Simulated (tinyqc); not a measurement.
# Polarisation charge from two barrier thicknesses

Inverse problem. Voff = phiB - dEc - q sigma d/(eps0 eb). Find sigma, phiB - dEc and the thickness at which Voff = 0.

Constants: q = 1.602176634e-19 C, eps0 = 8.8541878128e-14 F/cm where lengths are in cm. Results are converted to the units shown.

Voff at d = 15 and 28 nm (V): -3.2411078  -6.6869812
eb = 9.1527000

Solution. Voff is a straight line in d: its slope is -q sigma/(eps0 eb) and its intercept phiB - dEc.

sigma = 1.341e13 cm^-2
phiB - dEc = 0.7349 V
thickness for Voff = 0 = 2.773 nm

tinyqc, about 0.01 s, one thread, Intel Xeon 2.30GHz (shared host): `OMP_NUM_THREADS=1 python tinyqc.py 2180142 2180143 out.jsonl`
